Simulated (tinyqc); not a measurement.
Worked calculation (part 1 of 2): UHF in the sto-3g basis, for H6, spin multiplicity 1. This run ends on a higher stationary point, not on the lowest solution. Computed by tinyqc, a small Python program that keeps every step (integrals from PySCF). Settings: charge = 0, multiplicity = 1, basis = sto-3g, energy threshold = 1e-10, iteration cap = 77, orthogonalisation = symmetric, start = core, DIIS depth = 6, method = UHF, break = 0.2. Command: `OMP_NUM_THREADS=1 python tinyqc.py 27687 27688 out.jsonl` (the two numbers bound the seeds that draw the settings). One thread of a shared host (Intel(R) Xeon(R) Processor @ 2.60GHz), about 0.1 s of CPU time with the checks. Later iterations appear only in the table of the cycle.

## One-electron integrals

Geometry (angstrom):
```
atom,x,y,z
H,0.0000,0.0000,0.0000
H,0.0000,0.0000,1.3630
H,0.0000,0.0000,2.9240
H,0.0000,0.0000,4.2870
H,0.0000,0.0000,5.8490
H,0.0000,0.0000,7.2120
```

Basis sto-3g: exponents (1/bohr^2) and contraction coefficients of normalised primitives:
```
element,l (shell),exponent,coefficient
H,s (1),3.4253,0.1543
H,s (1),0.6239,0.5353
H,s (1),0.1689,0.4446
```

Overlap, kinetic and nuclear-attraction integrals over the contracted functions; the nuclear repulsion is the sum of Za Zb / Rab.

nuclear repulsion = 3.185428 hartree

overlap S:
```
,1H 1s,2H 1s,3H 1s,4H 1s,5H 1s,6H 1s
1H 1s,1.0000,0.3112,0.0214,0.0008,0.0000,0.0000
2H 1s,0.3112,1.0000,0.2351,0.0214,0.0005,0.0000
3H 1s,0.0214,0.2351,1.0000,0.3112,0.0214,0.0008
4H 1s,0.0008,0.0214,0.3112,1.0000,0.2348,0.0214
5H 1s,0.0000,0.0005,0.0214,0.2348,1.0000,0.3112
6H 1s,0.0000,0.0000,0.0008,0.0214,0.3112,1.0000
```

kinetic energy T (hartree):
```
,1H 1s,2H 1s,3H 1s,4H 1s,5H 1s,6H 1s
1H 1s,0.7600,0.0244,-0.0073,-0.0006,0.0000,0.0000
2H 1s,0.0244,0.7600,0.0050,-0.0073,-0.0004,0.0000
3H 1s,-0.0073,0.0050,0.7600,0.0244,-0.0073,-0.0006
4H 1s,-0.0006,-0.0073,0.0244,0.7600,0.0049,-0.0073
5H 1s,0.0000,-0.0004,-0.0073,0.0049,0.7600,0.0244
6H 1s,0.0000,0.0000,-0.0006,-0.0073,0.0244,0.7600
```

nuclear attraction V (hartree):
```
,1H 1s,2H 1s,3H 1s,4H 1s,5H 1s,6H 1s
1H 1s,-2.0803,-0.6033,-0.0395,-0.0015,0.0000,0.0000
2H 1s,-0.6033,-2.3394,-0.4761,-0.0413,-0.0009,0.0000
3H 1s,-0.0395,-0.4761,-2.4353,-0.6668,-0.0412,-0.0015
4H 1s,-0.0015,-0.0413,-0.6668,-2.4351,-0.4752,-0.0394
5H 1s,0.0000,-0.0009,-0.0412,-0.4752,-2.3391,-0.6032
6H 1s,0.0000,0.0000,-0.0015,-0.0394,-0.6032,-2.0802
```

core Hamiltonian H = T + V (hartree):
```
,1H 1s,2H 1s,3H 1s,4H 1s,5H 1s,6H 1s
1H 1s,-1.3203,-0.5789,-0.0468,-0.0022,0.0000,0.0000
2H 1s,-0.5789,-1.5794,-0.4711,-0.0486,-0.0013,0.0000
3H 1s,-0.0468,-0.4711,-1.6753,-0.6424,-0.0485,-0.0021
4H 1s,-0.0022,-0.0486,-0.6424,-1.6751,-0.4704,-0.0467
5H 1s,0.0000,-0.0013,-0.0485,-0.4704,-1.5791,-0.5788
6H 1s,0.0000,0.0000,-0.0021,-0.0467,-0.5788,-1.3202
```

## Two-electron integrals

Functions are numbered as in S; the eight-fold symmetry (ij|kl) = (ji|kl) = (kl|ij) leaves the list below.

Two-electron integrals (ij|kl) in chemists' order, unique and non-zero (hartree):
```
i,j,k,l,(ij|kl)
1,1,1,1,0.7746
2,1,1,1,0.1736
2,1,2,1,0.0567
2,2,1,1,0.3762
2,2,2,1,0.1736
2,2,2,2,0.7746
3,1,1,1,0.0078
3,1,2,1,0.0031
3,1,2,2,0.0117
3,1,3,1,2.13e-04
3,2,1,1,0.0593
3,2,2,1,0.0265
3,2,2,2,0.1239
3,2,3,1,0.0023
3,2,3,2,0.0310
3,3,1,1,0.1810
3,3,2,1,0.0746
3,3,2,2,0.3335
3,3,3,1,0.0078
3,3,3,2,0.1239
3,3,3,3,0.7746
4,1,1,1,2.10e-04
4,1,2,1,8.95e-05
4,1,2,2,3.91e-04
4,1,3,1,7.60e-06
4,1,3,2,9.73e-05
4,1,3,3,3.91e-04
4,1,4,1,3.15e-07
4,2,1,1,0.0041
4,2,2,1,0.0017
4,2,2,2,0.0078
4,2,3,1,1.65e-04
4,2,3,2,0.0023
4,2,3,3,0.0117
4,2,4,1,7.60e-06
4,2,4,2,2.13e-04
4,3,1,1,0.0460
4,3,2,1,0.0179
4,3,2,2,0.0746
4,3,3,1,0.0017
4,3,3,2,0.0265
4,3,3,3,0.1736
4,3,4,1,8.95e-05
4,3,4,2,0.0031
4,3,4,3,0.0567
4,4,1,1,0.1234
4,4,2,1,0.0460
4,4,2,2,0.1810
4,4,3,1,0.0041
4,4,3,2,0.0593
4,4,3,3,0.3762
4,4,4,1,2.10e-04
4,4,4,2,0.0078
4,4,4,3,0.1736
4,4,4,4,0.7746
5,1,1,1,1.19e-06
5,1,2,1,4.89e-07
5,1,2,2,2.14e-06
5,1,3,1,4.72e-08
5,1,3,2,6.86e-07
5,1,3,3,3.65e-06
5,1,4,2,6.48e-08
5,1,4,3,9.45e-07
5,1,4,4,2.36e-06
5,2,1,1,7.15e-05
5,2,2,1,2.79e-05
5,2,2,2,1.16e-04
5,2,3,1,2.65e-06
5,2,3,2,3.90e-05
5,2,3,3,2.34e-04
5,2,4,1,1.32e-07
5,2,4,2,4.31e-06
5,2,4,3,7.61e-05
5,2,4,4,2.35e-04
5,2,5,2,1.06e-07
5,3,1,1,0.0026
5,3,2,1,0.0010
5,3,2,2,0.0038
5,3,3,1,8.78e-05
5,3,3,2,0.0013
5,3,3,3,0.0078
5,3,4,1,4.39e-06
5,3,4,2,1.53e-04
5,3,4,3,0.0030
5,3,4,4,0.0117
5,3,5,1,4.72e-08
5,3,5,2,4.31e-06
5,3,5,3,2.12e-04
5,4,1,1,0.0246
5,4,2,1,0.0089
5,4,2,2,0.0338
5,4,3,1,0.0008
5,4,3,2,0.0103
5,4,3,3,0.0592
5,4,4,1,3.65e-05
5,4,4,2,0.0013
5,4,4,3,0.0265
5,4,4,4,0.1237
5,4,5,1,3.86e-07
5,4,5,2,3.89e-05
5,4,5,3,0.0023
5,4,5,4,0.0309
5,5,1,1,0.0905
5,5,2,1,0.0320
5,5,2,2,0.1180
5,5,3,1,0.0026
5,5,3,2,0.0339
5,5,3,3,0.1809
5,5,4,1,1.20e-04
5,5,4,2,0.0038
5,5,4,3,0.0746
5,5,4,4,0.3333
5,5,5,1,1.19e-06
5,5,5,2,1.16e-04
5,5,5,3,0.0078
5,5,5,4,0.1237
5,5,5,5,0.7746
6,1,2,2,7.18e-09
6,1,3,3,1.49e-08
6,1,4,4,1.49e-08
6,1,5,5,7.18e-09
6,2,1,1,8.13e-07
6,2,2,1,3.03e-07
6,2,2,2,1.19e-06
6,2,3,1,2.72e-08
6,2,3,2,3.87e-07
6,2,3,3,2.36e-06
6,2,4,2,4.72e-08
6,2,4,3,9.45e-07
6,2,4,4,3.65e-06
6,2,5,3,6.47e-08
6,2,5,4,6.85e-07
6,2,5,5,2.14e-06
6,3,1,1,8.72e-05
6,3,2,1,3.16e-05
6,3,2,2,1.20e-04
6,3,3,1,2.69e-06
6,3,3,2,3.64e-05
6,3,3,3,2.09e-04
6,3,4,1,1.29e-07
6,3,4,2,4.38e-06
6,3,4,3,8.92e-05
6,3,4,4,3.90e-04
6,3,5,2,1.32e-07
6,3,5,3,7.57e-06
6,3,5,4,9.69e-05
6,3,5,5,3.90e-04
6,3,6,3,3.13e-07
6,4,1,1,0.0020
6,4,2,1,0.0007
6,4,2,2,0.0026
6,4,3,1,5.80e-05
6,4,3,2,0.0008
6,4,3,3,0.0041
6,4,4,1,2.69e-06
6,4,4,2,8.78e-05
6,4,4,3,0.0017
6,4,4,4,0.0078
6,4,5,1,2.71e-08
6,4,5,2,2.64e-06
6,4,5,3,1.64e-04
6,4,5,4,0.0023
6,4,5,5,0.0117
6,4,6,2,4.72e-08
6,4,6,3,7.57e-06
6,4,6,4,2.12e-04
6,5,1,1,0.0253
6,5,2,1,0.0088
6,5,2,2,0.0320
6,5,3,1,0.0007
6,5,3,2,0.0089
6,5,3,3,0.0460
6,5,4,1,3.17e-05
6,5,4,2,0.0010
6,5,4,3,0.0179
6,5,4,4,0.0746
6,5,5,1,3.03e-07
6,5,5,2,2.79e-05
6,5,5,3,0.0017
6,5,5,4,0.0265
6,5,5,5,0.1736
6,5,6,2,4.89e-07
6,5,6,3,8.92e-05
6,5,6,4,0.0030
6,5,6,5,0.0567
6,6,1,1,0.0734
6,6,2,1,0.0253
6,6,2,2,0.0905
6,6,3,1,0.0020
6,6,3,2,0.0247
6,6,3,3,0.1234
6,6,4,1,8.75e-05
6,6,4,2,0.0026
6,6,4,3,0.0460
6,6,4,4,0.1809
6,6,5,1,8.13e-07
6,6,5,2,7.15e-05
6,6,5,3,0.0041
6,6,5,4,0.0592
6,6,5,5,0.3762
6,6,6,2,1.19e-06
6,6,6,3,2.09e-04
6,6,6,4,0.0078
6,6,6,5,0.1736
6,6,6,6,0.7746
```

## Orthogonalisation

S = U s U^T; symmetric (Loewdin) form X = U s^(-1/2) U^T, so that X^T S X = 1.

eigenvalues of S: 0.5334  0.6441  0.8010  1.1422  1.3540  1.5254

X:
```
,1H 1s,2H 1s,3H 1s,4H 1s,5H 1s,6H 1s
1H 1s,1.0400,-0.1702,0.0200,-0.0033,0.0004,-0.0001
2H 1s,-0.1702,1.0640,-0.1331,0.0206,-0.0025,0.0004
3H 1s,0.0200,-0.1331,1.0649,-0.1747,0.0206,-0.0033
4H 1s,-0.0033,0.0206,-0.1747,1.0648,-0.1329,0.0200
5H 1s,0.0004,-0.0025,0.0206,-0.1329,1.0639,-0.1702
6H 1s,-0.0001,0.0004,-0.0033,0.0200,-0.1702,1.0400
```

## Starting guess

The start is the orbitals of the core Hamiltonian, with HOMO and LUMO mixed by +/-0.2 rad for the two spins; D(s) = C_occ C_occ^T for each spin.

D(alpha) at the start:
```
,1H 1s,2H 1s,3H 1s,4H 1s,5H 1s,6H 1s
1H 1s,0.0886,0.2407,-0.0571,-0.0663,0.0865,0.0288
2H 1s,0.2407,0.7153,0.0245,-0.1743,0.1059,0.0432
3H 1s,-0.0571,0.0245,0.6298,0.2264,-0.3140,-0.0974
4H 1s,-0.0663,-0.1743,0.2264,0.4729,0.2281,0.0369
5H 1s,0.0865,0.1059,-0.3140,0.2281,0.5759,0.1468
6H 1s,0.0288,0.0432,-0.0974,0.0369,0.1468,0.0386
```

D(beta) at the start:
```
,1H 1s,2H 1s,3H 1s,4H 1s,5H 1s,6H 1s
1H 1s,0.0386,0.1468,0.0368,-0.0974,0.0431,0.0288
2H 1s,0.1468,0.5760,0.2279,-0.3140,0.1058,0.0863
3H 1s,0.0368,0.2279,0.4728,0.2266,-0.1740,-0.0662
4H 1s,-0.0974,-0.3140,0.2266,0.6296,0.0245,-0.0569
5H 1s,0.0431,0.1058,-0.1740,0.0245,0.7153,0.2408
6H 1s,0.0288,0.0863,-0.0662,-0.0569,0.2408,0.0886
```

## Iteration 1: building the Fock matrix

J_ij = sum D_kl (ij|kl) with D = D(alpha) + D(beta), K_ij = sum D_kl (ik|jl) for each spin; F = H + J - K(s); E = tr D H + tr D J / 2 - 0.5 sum_s tr D(s) K(s) + E_nn.

Coulomb J (hartree):
```
,1H 1s,2H 1s,3H 1s,4H 1s,5H 1s,6H 1s
1H 1s,1.2772,0.5058,0.0387,0.0016,0.0000,0.0000
2H 1s,0.5058,2.0737,0.4851,0.0438,0.0010,0.0000
3H 1s,0.0387,0.4851,2.2954,0.6869,0.0437,0.0016
4H 1s,0.0016,0.0438,0.6869,2.2952,0.4843,0.0386
5H 1s,0.0000,0.0010,0.0437,0.4843,2.0733,0.5058
6H 1s,0.0000,0.0000,0.0016,0.0386,0.5058,1.2772
```

exchange K(alpha) (hartree):
```
,1H 1s,2H 1s,3H 1s,4H 1s,5H 1s,6H 1s
1H 1s,0.1921,0.2420,0.0258,-0.0110,0.0084,0.0057
2H 1s,0.2420,0.6634,0.1763,0.0084,0.0038,0.0037
3H 1s,0.0258,0.1763,0.6092,0.2723,-0.0044,-0.0151
4H 1s,-0.0110,0.0084,0.2723,0.5370,0.2062,0.0432
5H 1s,0.0084,0.0038,-0.0044,0.2062,0.5682,0.1813
6H 1s,0.0057,0.0037,-0.0151,0.0432,0.1813,0.1156
```

exchange K(beta) (hartree):
```
,1H 1s,2H 1s,3H 1s,4H 1s,5H 1s,6H 1s
1H 1s,0.1155,0.1813,0.0432,-0.0151,0.0037,0.0057
2H 1s,0.1813,0.5684,0.2065,-0.0043,0.0038,0.0084
3H 1s,0.0432,0.2065,0.5370,0.2723,0.0084,-0.0110
4H 1s,-0.0151,-0.0043,0.2723,0.6090,0.1760,0.0258
5H 1s,0.0037,0.0038,0.0084,0.1760,0.6634,0.2421
6H 1s,0.0057,0.0084,-0.0110,0.0258,0.2421,0.1922
```

F(alpha) (hartree):
```
,1H 1s,2H 1s,3H 1s,4H 1s,5H 1s,6H 1s
1H 1s,-0.2352,-0.3151,-0.0338,0.0105,-0.0084,-0.0057
2H 1s,-0.3151,-0.1691,-0.1623,-0.0132,-0.0041,-0.0037
3H 1s,-0.0338,-0.1623,0.0110,-0.2277,-0.0005,0.0146
4H 1s,0.0105,-0.0132,-0.2277,0.0831,-0.1923,-0.0512
5H 1s,-0.0084,-0.0041,-0.0005,-0.1923,-0.0740,-0.2544
6H 1s,-0.0057,-0.0037,0.0146,-0.0512,-0.2544,-0.1586
```

F(beta) (hartree):
```
,1H 1s,2H 1s,3H 1s,4H 1s,5H 1s,6H 1s
1H 1s,-0.1586,-0.2544,-0.0513,0.0146,-0.0037,-0.0057
2H 1s,-0.2544,-0.0741,-0.1925,-0.0005,-0.0041,-0.0084
3H 1s,-0.0513,-0.1925,0.0831,-0.2277,-0.0132,0.0104
4H 1s,0.0146,-0.0005,-0.2277,0.0111,-0.1620,-0.0338
5H 1s,-0.0037,-0.0041,-0.0132,-0.1620,-0.1692,-0.3152
6H 1s,-0.0057,-0.0084,0.0104,-0.0338,-0.3152,-0.2352
```

total energy of this density = -2.368277 hartree

## Iteration 1: diagonalisation and new density

Diagonalise F' = X^T F X, C = X C', fill 3 alpha and 3 beta electrons from the bottom; D(s) = C_occ C_occ^T. Each column has its largest component positive (the first on a tie).

F' = X^T F X (alpha) (hartree):
```
,1,2,3,4,5,6
1,-0.1481,-0.2877,0.0278,0.0052,-0.0076,-0.0038
2,-0.2877,-0.0389,-0.1791,0.0475,-0.0119,-0.0035
3,0.0278,-0.1791,0.1434,-0.2953,0.0678,0.0099
4,0.0052,0.0475,-0.2953,0.2318,-0.2336,0.0103
5,-0.0076,-0.0119,0.0678,-0.2336,0.0584,-0.2486
6,-0.0038,-0.0035,0.0099,0.0103,-0.2486,-0.0845
```

orbital energies (alpha) (hartree): MO1 -0.4047, MO2 -0.3103, MO3 -0.1346, MO4 0.1169, MO5 0.2612, MO6 0.6335

coefficients C (alpha):
```
,MO1,MO2,MO3,MO4,MO5,MO6
1H 1s,0.6385,-0.0795,-0.3206,-0.5328,-0.5333,-0.1605
2H 1s,0.5528,-0.0565,0.0729,0.4978,0.6959,0.3647
3H 1s,0.1333,0.0387,0.6243,0.2647,-0.3839,-0.7460
4H 1s,0.0320,0.2439,0.4643,-0.3538,-0.1591,0.8696
5H 1s,0.0463,0.5277,-0.0171,-0.4659,0.6142,-0.5511
6H 1s,0.0446,0.6126,-0.3376,0.5789,-0.4815,0.2293
```

F' = X^T F X (beta) (hartree):
```
,1,2,3,4,5,6
1,-0.0845,-0.2486,0.0104,0.0099,-0.0035,-0.0038
2,-0.2486,0.0585,-0.2339,0.0678,-0.0119,-0.0076
3,0.0104,-0.2339,0.2320,-0.2954,0.0475,0.0052
4,0.0099,0.0678,-0.2954,0.1434,-0.1788,0.0277
5,-0.0035,-0.0119,0.0475,-0.1788,-0.0391,-0.2878
6,-0.0038,-0.0076,0.0052,0.0277,-0.2878,-0.1481
```

orbital energies (beta) (hartree): MO1 -0.4048, MO2 -0.3103, MO3 -0.1345, MO4 0.1169, MO5 0.2611, MO6 0.6337

coefficients C (beta):
```
,MO1,MO2,MO3,MO4,MO5,MO6
1H 1s,0.0445,0.6125,-0.3380,0.5790,-0.4813,0.2295
2H 1s,0.0462,0.5277,-0.0171,-0.4660,0.6137,-0.5517
3H 1s,0.0319,0.2439,0.4644,-0.3532,-0.1586,0.8700
4H 1s,0.1330,0.0388,0.6243,0.2650,-0.3843,-0.7456
5H 1s,0.5529,-0.0564,0.0728,0.4979,0.6961,0.3638
6H 1s,0.6386,-0.0794,-0.3201,-0.5328,-0.5336,-0.1601
```

D(alpha) after iteration 1:
```
,1H 1s,2H 1s,3H 1s,4H 1s,5H 1s,6H 1s
1H 1s,0.5168,0.3341,-0.1181,-0.1478,-0.0069,0.0880
2H 1s,0.3341,0.3141,0.1170,0.0377,-0.0055,-0.0345
3H 1s,-0.1181,0.1170,0.4090,0.3036,0.0159,-0.1811
4H 1s,-0.1478,0.0377,0.3036,0.2761,0.1222,-0.0059
5H 1s,-0.0069,-0.0055,0.0159,0.1222,0.2809,0.3311
6H 1s,0.0880,-0.0345,-0.1811,-0.0059,0.3311,0.4913
```

D(beta) after iteration 1:
```
,1H 1s,2H 1s,3H 1s,4H 1s,5H 1s,6H 1s
1H 1s,0.4913,0.3310,-0.0061,-0.1813,-0.0345,0.0880
2H 1s,0.3310,0.2809,0.1223,0.0160,-0.0055,-0.0070
3H 1s,-0.0061,0.1223,0.2762,0.3036,0.0377,-0.1476
4H 1s,-0.1813,0.0160,0.3036,0.4090,0.1168,-0.1180
5H 1s,-0.0345,-0.0055,0.0377,0.1168,0.3142,0.3342
6H 1s,0.0880,-0.0070,-0.1476,-0.1180,0.3342,0.5166
```

## Iteration 2: building the Fock matrix

As before.

Coulomb J (hartree):
```
,1H 1s,2H 1s,3H 1s,4H 1s,5H 1s,6H 1s
1H 1s,1.6998,0.5306,0.0352,0.0013,0.0000,0.0000
2H 1s,0.5306,1.7910,0.4026,0.0361,0.0008,0.0000
3H 1s,0.0352,0.4026,1.8590,0.5609,0.0361,0.0013
4H 1s,0.0013,0.0361,0.5609,1.8587,0.4019,0.0351
5H 1s,0.0000,0.0008,0.0361,0.4019,1.7906,0.5305
6H 1s,0.0000,0.0000,0.0013,0.0351,0.5305,1.6995
```

exchange K(alpha) (hartree):
```
,1H 1s,2H 1s,3H 1s,4H 1s,5H 1s,6H 1s
1H 1s,0.5331,0.2865,0.0185,-0.0158,-0.0021,0.0048
2H 1s,0.2865,0.4256,0.1502,0.0420,0.0026,-0.0050
3H 1s,0.0185,0.1502,0.4789,0.2627,0.0362,-0.0166
4H 1s,-0.0158,0.0420,0.2627,0.3844,0.1379,0.0349
5H 1s,-0.0021,0.0026,0.0362,0.1379,0.4000,0.2817
6H 1s,0.0048,-0.0050,-0.0166,0.0349,0.2817,0.5121
```

exchange K(beta) (hartree):
```
,1H 1s,2H 1s,3H 1s,4H 1s,5H 1s,6H 1s
1H 1s,0.5121,0.2817,0.0349,-0.0166,-0.0050,0.0048
2H 1s,0.2817,0.4001,0.1381,0.0363,0.0026,-0.0021
3H 1s,0.0349,0.1381,0.3846,0.2627,0.0419,-0.0158
4H 1s,-0.0166,0.0363,0.2627,0.4788,0.1499,0.0185
5H 1s,-0.0050,0.0026,0.0419,0.1499,0.4256,0.2865
6H 1s,0.0048,-0.0021,-0.0158,0.0185,0.2865,0.5329
```

F(alpha) (hartree):
```
,1H 1s,2H 1s,3H 1s,4H 1s,5H 1s,6H 1s
1H 1s,-0.1536,-0.3347,-0.0301,0.0150,0.0021,-0.0048
2H 1s,-0.3347,-0.2140,-0.2186,-0.0545,-0.0031,0.0050
3H 1s,-0.0301,-0.2186,-0.2952,-0.3441,-0.0486,0.0158
4H 1s,0.0150,-0.0545,-0.3441,-0.2008,-0.2063,-0.0465
5H 1s,0.0021,-0.0031,-0.0486,-0.2063,-0.1885,-0.3300
6H 1s,-0.0048,0.0050,0.0158,-0.0465,-0.3300,-0.1328
```

F(beta) (hartree):
```
,1H 1s,2H 1s,3H 1s,4H 1s,5H 1s,6H 1s
1H 1s,-0.1326,-0.3299,-0.0465,0.0158,0.0050,-0.0048
2H 1s,-0.3299,-0.1885,-0.2066,-0.0487,-0.0031,0.0021
3H 1s,-0.0465,-0.2066,-0.2009,-0.3441,-0.0544,0.0149
4H 1s,0.0158,-0.0487,-0.3441,-0.2952,-0.2183,-0.0301
5H 1s,0.0050,-0.0031,-0.0544,-0.2183,-0.2141,-0.3348
6H 1s,-0.0048,0.0021,0.0149,-0.0301,-0.3348,-0.1536
```

total energy of this density = -2.813266 hartree

## Iteration 2: DIIS over 2 matrices

error matrix X^T (FDS - SDF) X (alpha):
```
,1,2,3,4,5,6
1,0.0000,0.0577,-0.0287,-0.0422,0.0013,0.0049
2,-0.0577,0.0000,0.0350,0.0215,-0.0042,0.0061
3,0.0287,-0.0350,0.0000,-0.0082,-0.0345,0.0372
4,0.0422,-0.0215,0.0082,0.0000,-0.0077,0.0249
5,-0.0013,0.0042,0.0345,0.0077,0.0000,-0.0738
6,-0.0049,-0.0061,-0.0372,-0.0249,0.0738,0.0000
```

B (overlaps of the stored error matrices):
```
,1,2
1,4.4060667e-01,-1.0895905e-01
2,-1.0895905e-01,6.5859213e-02
```

Minimise |sum c_i e_i|^2 with sum c_i = 1: solve [B -1; -1 0][c; lambda] = [0; -1] with B_ij = tr e_i^T e_j summed over both spins, and take F = sum c_i F_i.

DIIS coefficients: 0.2413  0.7587

extrapolated F(alpha) (hartree):
```
,1H 1s,2H 1s,3H 1s,4H 1s,5H 1s,6H 1s
1H 1s,-0.1733,-0.3300,-0.0310,0.0139,-0.0004,-0.0050
2H 1s,-0.3300,-0.2032,-0.2050,-0.0445,-0.0034,0.0029
3H 1s,-0.0310,-0.2050,-0.2213,-0.3160,-0.0370,0.0155
4H 1s,0.0139,-0.0445,-0.3160,-0.1323,-0.2029,-0.0476
5H 1s,-0.0004,-0.0034,-0.0370,-0.2029,-0.1609,-0.3117
6H 1s,-0.0050,0.0029,0.0155,-0.0476,-0.3117,-0.1390
```

extrapolated F(beta) (hartree):
```
,1H 1s,2H 1s,3H 1s,4H 1s,5H 1s,6H 1s
1H 1s,-0.1389,-0.3117,-0.0477,0.0155,0.0029,-0.0050
2H 1s,-0.3117,-0.1609,-0.2032,-0.0371,-0.0034,-0.0004
3H 1s,-0.0477,-0.2032,-0.1324,-0.3160,-0.0445,0.0139
4H 1s,0.0155,-0.0371,-0.3160,-0.2213,-0.2047,-0.0310
5H 1s,0.0029,-0.0034,-0.0445,-0.2047,-0.2033,-0.3301
6H 1s,-0.0050,-0.0004,0.0139,-0.0310,-0.3301,-0.1733
```

## Iteration 2: diagonalisation and new density

As before.

F' = X^T F X (alpha) (hartree):
```
,1,2,3,4,5,6
1,-0.0766,-0.3109,0.0355,0.0111,-0.0005,-0.0054
2,-0.3109,-0.0631,-0.1890,0.0213,-0.0053,0.0025
3,0.0355,-0.1890,-0.0850,-0.3071,0.0294,0.0143
4,0.0111,0.0213,-0.3071,0.0125,-0.2024,0.0176
5,-0.0005,-0.0053,0.0294,-0.2024,-0.0204,-0.3017
6,-0.0054,0.0025,0.0143,0.0176,-0.3017,-0.0454
```

orbital energies (alpha) (hartree): MO1 -0.4636, MO2 -0.3847, MO3 -0.2858, MO4 0.1210, MO5 0.2830, MO6 0.4520

coefficients C (alpha):
```
,MO1,MO2,MO3,MO4,MO5,MO6
1H 1s,0.2876,-0.3886,-0.4166,-0.4967,-0.6069,-0.2978
2H 1s,0.4205,-0.3862,-0.2173,0.3292,0.6897,0.4710
3H 1s,0.4554,0.0193,0.5034,0.4461,-0.2899,-0.6624
4H 1s,0.3484,0.2506,0.3324,-0.5441,-0.1274,0.7589
5H 1s,0.2297,0.4641,-0.3123,-0.3024,0.5762,-0.6242
6H 1s,0.1374,0.3984,-0.4437,0.5511,-0.5281,0.3922
```

F' = X^T F X (beta) (hartree):
```
,1,2,3,4,5,6
1,-0.0453,-0.3017,0.0176,0.0143,0.0025,-0.0054
2,-0.3017,-0.0203,-0.2027,0.0294,-0.0053,-0.0005
3,0.0176,-0.2027,0.0126,-0.3072,0.0213,0.0111
4,0.0143,0.0294,-0.3072,-0.0851,-0.1887,0.0355
5,0.0025,-0.0053,0.0213,-0.1887,-0.0633,-0.3109
6,-0.0054,-0.0005,0.0111,0.0355,-0.3109,-0.0766
```

orbital energies (beta) (hartree): MO1 -0.4636, MO2 -0.3848, MO3 -0.2858, MO4 0.1210, MO5 0.2830, MO6 0.4521

coefficients C (beta):
```
,MO1,MO2,MO3,MO4,MO5,MO6
1H 1s,0.1375,0.3977,-0.4442,0.5514,-0.5274,0.3929
2H 1s,0.2301,0.4636,-0.3129,-0.3025,0.5751,-0.6254
3H 1s,0.3486,0.2509,0.3320,-0.5438,-0.1264,0.7594
4H 1s,0.4552,0.0197,0.5037,0.4462,-0.2906,-0.6617
5H 1s,0.4204,-0.3868,-0.2168,0.3292,0.6904,0.4696
6H 1s,0.2877,-0.3892,-0.4158,-0.4965,-0.6076,-0.2968
```

D(alpha) after iteration 2:
```
,1H 1s,2H 1s,3H 1s,4H 1s,5H 1s,6H 1s
1H 1s,0.4072,0.3615,-0.0862,-0.1356,0.0158,0.0695
2H 1s,0.3615,0.3732,0.0746,-0.0225,-0.0148,0.0003
3H 1s,-0.0862,0.0746,0.4612,0.3308,-0.0437,-0.1531
4H 1s,-0.1356,-0.0225,0.3308,0.2947,0.0925,0.0002
5H 1s,0.0158,-0.0148,-0.0437,0.0925,0.3657,0.3551
6H 1s,0.0695,0.0003,-0.1531,0.0002,0.3551,0.3745
```

D(beta) after iteration 2:
```
,1H 1s,2H 1s,3H 1s,4H 1s,5H 1s,6H 1s
1H 1s,0.3744,0.3550,0.0002,-0.1533,0.0003,0.0695
2H 1s,0.3550,0.3658,0.0926,-0.0438,-0.0148,0.0158
3H 1s,0.0002,0.0926,0.2946,0.3308,-0.0225,-0.1354
4H 1s,-0.1533,-0.0438,0.3308,0.4613,0.0745,-0.0862
5H 1s,0.0003,-0.0148,-0.0225,0.0745,0.3733,0.3616
6H 1s,0.0695,0.0158,-0.1354,-0.0862,0.3616,0.4071
```

## Iteration 3: building the Fock matrix

As before.

Coulomb J (hartree):
```
,1H 1s,2H 1s,3H 1s,4H 1s,5H 1s,6H 1s
1H 1s,1.6090,0.5269,0.0359,0.0014,0.0000,0.0000
2H 1s,0.5269,1.8550,0.4193,0.0377,0.0008,0.0000
3H 1s,0.0359,0.4193,1.9467,0.5872,0.0376,0.0014
4H 1s,0.0014,0.0377,0.5872,1.9466,0.4186,0.0359
5H 1s,0.0000,0.0008,0.0376,0.4186,1.8548,0.5269
6H 1s,0.0000,0.0000,0.0014,0.0359,0.5269,1.6089
```

exchange K(alpha) (hartree):
```
,1H 1s,2H 1s,3H 1s,4H 1s,5H 1s,6H 1s
1H 1s,0.4613,0.2900,0.0235,-0.0155,-0.0008,0.0048
2H 1s,0.2900,0.4667,0.1483,0.0320,-0.0004,-0.0024
3H 1s,0.0235,0.1483,0.5175,0.2771,0.0272,-0.0150
4H 1s,-0.0155,0.0320,0.2771,0.4025,0.1379,0.0371
5H 1s,-0.0008,-0.0004,0.0272,0.1379,0.4603,0.2858
6H 1s,0.0048,-0.0024,-0.0150,0.0371,0.2858,0.4347
```

exchange K(beta) (hartree):
```
,1H 1s,2H 1s,3H 1s,4H 1s,5H 1s,6H 1s
1H 1s,0.4346,0.2858,0.0371,-0.0150,-0.0024,0.0048
2H 1s,0.2858,0.4604,0.1382,0.0272,-0.0004,-0.0008
3H 1s,0.0371,0.1382,0.4025,0.2771,0.0320,-0.0155
4H 1s,-0.0150,0.0272,0.2771,0.5175,0.1480,0.0234
5H 1s,-0.0024,-0.0004,0.0320,0.1480,0.4667,0.2901
6H 1s,0.0048,-0.0008,-0.0155,0.0234,0.2901,0.4612
```

F(alpha) (hartree):
```
,1H 1s,2H 1s,3H 1s,4H 1s,5H 1s,6H 1s
1H 1s,-0.1726,-0.3420,-0.0343,0.0148,0.0008,-0.0048
2H 1s,-0.3420,-0.1911,-0.2001,-0.0430,-0.0001,0.0024
3H 1s,-0.0343,-0.2001,-0.2461,-0.3322,-0.0381,0.0143
4H 1s,0.0148,-0.0430,-0.3322,-0.1310,-0.1897,-0.0479
5H 1s,0.0008,-0.0001,-0.0381,-0.1897,-0.1846,-0.3377
6H 1s,-0.0048,0.0024,0.0143,-0.0479,-0.3377,-0.1460
```

F(beta) (hartree):
```
,1H 1s,2H 1s,3H 1s,4H 1s,5H 1s,6H 1s
1H 1s,-0.1459,-0.3377,-0.0480,0.0143,0.0024,-0.0048
2H 1s,-0.3377,-0.1847,-0.1900,-0.0381,-0.0001,0.0008
3H 1s,-0.0480,-0.1900,-0.1311,-0.3323,-0.0429,0.0147
4H 1s,0.0143,-0.0381,-0.3323,-0.2460,-0.1998,-0.0342
5H 1s,0.0024,-0.0001,-0.0429,-0.1998,-0.1910,-0.3420
6H 1s,-0.0048,0.0008,0.0147,-0.0342,-0.3420,-0.1726
```

total energy of this density = -2.861689 hartree
